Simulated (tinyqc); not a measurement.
# Worked calculation: phase-change memory cell, resistance drift and retention

Program tinyqc, `OMP_NUM_THREADS=1 python tinyqc.py 2880004 2880005 out.jsonl`; Intel Xeon 2.30GHz, shared host, one thread, about 0.01 s. Printed values are rounded.

The amorphous state follows Ra = R0 (t/t0)^nu exp[(q Ec/kB)(1/T - 1/(300 K))], with nu taken as independent of T. An intermediate level follows the logarithmic mixing rule ln R = (1 - fa) ln Rc + fa ln Ra with constant Rc. The time to lose the data by crystallisation is tr = tx exp[(q Ex/kB)(1/T - 1/Tx)]; 1 year = 3.15576e7 s. These are empirical laws.

Parameters, values chosen for the exercise; values of the order found in chalcogenide phase-change cells:
```
symbol  value  unit                                            meaning
R0         14  Mohm  resistance of the amorphous state at t0 and 300 K
t0         10     s                                     reference time
nu      0.106                                           drift exponent
Ec       0.21    eV                    activation energy of conduction
Ex        2.6    eV               activation energy of crystallisation
Tx        498     K                              temperature of a bake
tx       7200     s                   time to crystallise in that bake
T         300     K                              operating temperature
t       86400     s                                   time of the read
fa       0.61                 amorphous share of an intermediate level
Rc         37  kohm                resistance of the crystalline state
```

Constants: q = 1.602176634e-19 C, kB = 1.380649e-23 J/K. Results are converted to the units shown.

## Resistances at the read

Ra and the intermediate level as above; its effective drift exponent is fa nu.

drift factor = 2.61379
temperature factor = 1
Ra = 36.5930 Mohm
intermediate level = 2.48469 Mohm
effective exponent = 0.06466

Against R0 the resistance has risen by a factor of 2.61.

## Retention

tr at T; the ten-year temperature solves tr = 10 years: 1/T10 = 1/Tx + (kB/(q Ex)) ln(10 years/tx).

tr = 5.29921e13 years
T10 = 423.321 K
loss of tr per kelvin, q Ex/(kB T^2) = 33.5242 %/K

T lies 123 K below T10, so ten years are met.
